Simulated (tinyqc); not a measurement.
Born-Mayer model of an ionic crystal AB: one step, computed by the program tinyqc. Command: `OMP_NUM_THREADS=1 python tinyqc.py 3017903 3017904 out.jsonl bornmayer walk`. One thread of a shared host (Intel(R) Xeon(R) Processor @ 2.30GHz), about 0.01 s of CPU time with the checks.

Energies are per ion pair and r is the nearest distance of unlike ions.

Question. Under pressure. Madelung constant M, unlike neighbours z1, like neighbours z2 at f r, volume per pair: rock salt 1.747565, 6, 12, sqrt2, 2 r^3; caesium chloride 1.762675, 8, 6, 2/sqrt3, 8 r^3/(3 sqrt3); zinc blende 1.638055, 4, 12, sqrt(8/3), 16 r^3/(3 sqrt3). U(r) = -M z^2 e^2/(4 pi eps_0 r) + z1 lambda exp(-r/rho). With the volume written as c r^3, under pressure take the root at the minimum of the enthalpy and solve U'(r) + 3 c r^2 P = 0; H = U + P V; B = (U'' - 2 U'/r)/(9 c r).

Inputs (values chosen for the exercise, for a model salt): ionic charge z = 1; unlike repulsion lambda = 482 eV; range rho = 0.322 angstrom; pressure P = 2 GPa.

Structure: zinc blende. Short range: nearest neighbours only.

Constants: e^2/(4 pi eps_0) = 14.39964548 eV angstrom; 1 eV/angstrom^3 = 160.2176634 GPa.

Give: distance at P; volume at P; enthalpy at P; bulk modulus at P.

Answer.

distance at P = 2.272 angstrom

volume at P = 36.11 angstrom^3

enthalpy at P = -8.268 eV per pair

bulk modulus at P = 31.92 GPa
